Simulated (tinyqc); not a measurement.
Worked calculation: CCD on RHF in the 3-21g basis, for H2, spin multiplicity 1. One step of it, computed by the program tinyqc.

Task: Integrals over molecular orbitals. (pq|rs) = sum C_ip C_jq C_kr C_ls (ij|kl), one index at a time.

coefficients C, order 1H 1s, 1H 2s, 2H 1s, 2H 2s:
$$\begin{pmatrix}
0.270634 & 0.131981 & 0.838836 & -0.998098 \\
0.340658 & 1.370966 & -0.669268 & 1.185387 \\
0.270634 & -0.131981 & 0.838836 & 0.998098 \\
0.340658 & -1.370966 & -0.669268 & -1.185387
\end{pmatrix}$$

core Hamiltonian H = T + V (hartree), order 1H 1s, 1H 2s, 2H 1s, 2H 2s:
$$\begin{pmatrix}
-0.780406 & -0.876250 & -0.572308 & -0.664386 \\
-0.876250 & -0.920445 & -0.664386 & -0.807127 \\
-0.572308 & -0.664386 & -0.780406 & -0.876250 \\
-0.664386 & -0.807127 & -0.876250 & -0.920445
\end{pmatrix}$$

Two-electron integrals (ij|kl) in chemists' order, unique and non-zero (hartree):
```
(11|11) 1.140145   (21|11) 0.611403   (21|21) 0.345152   (22|11) 0.626370
(22|21) 0.380329   (22|22) 0.482957   (31|11) 0.264090   (31|21) 0.151439
(31|22) 0.170395   (31|31) 0.089621   (32|11) 0.280861   (32|21) 0.171303
(32|22) 0.216649   (32|31) 0.108473   (32|32) 0.152601   (33|11) 0.594480
(33|21) 0.371555   (33|22) 0.489087   (33|31) 0.264090   (33|32) 0.399200
(33|33) 1.140145   (41|11) 0.399200   (41|21) 0.226400   (41|22) 0.251413
(41|31) 0.108473   (41|32) 0.125676   (41|33) 0.280861   (41|41) 0.152601
(42|11) 0.457996   (42|21) 0.280221   (42|22) 0.362760   (42|31) 0.142208
(42|32) 0.192953   (42|33) 0.457996   (42|41) 0.192953   (42|42) 0.295355
(43|11) 0.371555   (43|21) 0.230904   (43|22) 0.304782   (43|31) 0.151439
(43|32) 0.226400   (43|33) 0.611403   (43|41) 0.171303   (43|42) 0.280221
(43|43) 0.345152   (44|11) 0.489087   (44|21) 0.304782   (44|22) 0.414225
(44|31) 0.170395   (44|32) 0.251413   (44|33) 0.626370   (44|41) 0.216649
(44|42) 0.362760   (44|43) 0.380329   (44|44) 0.482957
```

Give: one-electron integrals over orbitals h = C^T H C; Two-electron integrals over orbitals.

Result:

one-electron integrals over orbitals h = C^T H C (hartree):
$$\begin{pmatrix}
-1.1673 & 0.0000 & -0.1488 & 0.0000 \\
0.0000 & -0.5866 & 0.0000 & 0.2000 \\
-0.1488 & 0.0000 & 0.0084 & 0.0000 \\
0.0000 & 0.2000 & 0.0000 & 0.2696
\end{pmatrix}$$

Two-electron integrals over orbitals (pq|rs), unique and non-zero (hartree):
```
(11|11) 0.6111    (21|21) 0.1022    (22|11) 0.4577    (22|22) 0.4162
(31|11) 0.1488    (31|22) 0.0641    (31|31) 0.1049    (32|21) -0.0025
(32|32) 0.0352    (33|11) 0.5438    (33|22) 0.4181    (33|31) 0.1293
(33|33) 0.5075    (41|21) -0.0807   (41|32) -0.0404   (41|41) 0.1186
(42|11) -0.1403   (42|22) -0.0668   (42|31) -0.0811   (42|33) -0.1175
(42|42) 0.0786    (43|21) -0.1116   (43|32) -0.0242   (43|41) 0.1279
(43|43) 0.1654    (44|11) 0.6222    (44|22) 0.4700    (44|31) 0.1880
(44|33) 0.5746    (44|42) -0.1688   (44|44) 0.6974
```
